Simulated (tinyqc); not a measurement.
Surface photovoltage measurement of the minority-carrier diffusion length in a wafer: one step, computed by the program tinyqc. Command: `OMP_NUM_THREADS=1 python tinyqc.py 3130052 3130053 out.jsonl spv walk`. One thread of a shared host (Intel(R) Xeon(R) Processor @ 2.30GHz), about 0.01 s of CPU time with the checks.

Low injection, steady light, a depletion layer much thinner than 1/alpha and L. The excess density dn is taken at the front edge of the neutral region; light that reaches the back is lost.

Problem. The linear plot. alpha = (84.732/lambda - 76.417)^2 per cm with lambda in micrometre (an empirical fit for silicon between 0.7 and 1.05 micrometre). Thick wafer: dn = Phi L/((S_f + D/L)(L + 1/alpha)). Finite wafer, with s = S_b L/D, w = W/L, a = alpha L: dn = [Phi a/(a^2 - 1)] [a - B - exp(-alpha W)(a - s)/(cosh w + s sinh w)]/(S_f + B D/L), B = (sinh w + s cosh w)/(cosh w + s sinh w). Readings y = (Phi/dn) (1 + noise x g) at 780, 830, 880, 920, 950, 975 and 995 nm; a least-squares line y = c (1/alpha + L_app) gives L_app = intercept/slope.

Inputs (values chosen for the exercise, modelled on p-type silicon at room temperature):

| quantity | value | unit |
|---|---|---|
| diffusion length L | 130 | micrometre |
| wafer thickness W | 525 | micrometre |
| diffusivity D | 32.7 | cm^2/s |
| front recombination velocity S_f | 360 | cm/s |
| back recombination velocity S_b | 260000 | cm/s |
| photon flux entering | 6.3e+13 | 1/(cm^2 s) |
| relative noise of each reading | 0 | % |

normal deviates g for the noise: 1.12  -0.42  0.54  -1.23  -0.63  -0.74  -1.99

Give: the table «Readings» with the columns 1/alpha (micrometre), y (cm/s), line (cm/s), for lambda (nm) = 780, 830, 880, 920, 950, 975, 995; slope; apparent length L_app; error of L_app (rounded to 0.001).

Solution.

Readings:

| lambda (nm) | 1/alpha (micrometre) | y (cm/s) | line (cm/s) |
|---|---|---|---|
| 780 | 9.64 | 3090.3 | 3088.8 |
| 830 | 15.18 | 3213.0 | 3212.0 |
| 880 | 25.33 | 3438.0 | 3437.8 |
| 920 | 40.66 | 3777.7 | 3778.8 |
| 950 | 61.28 | 4235.3 | 4237.4 |
| 975 | 90.92 | 4894.7 | 4896.6 |
| 995 | 130.89 | 5788.0 | 5785.6 |

slope = 22.241 cm/(s micrometre)

apparent length L_app = 129.24 micrometre

error of L_app (rounded to 0.001) = -0.584 %

Without noise the error would be -0.6 %, from the finite thickness at W/L = 4.0. S_f scales all readings alike and leaves L_app unchanged.
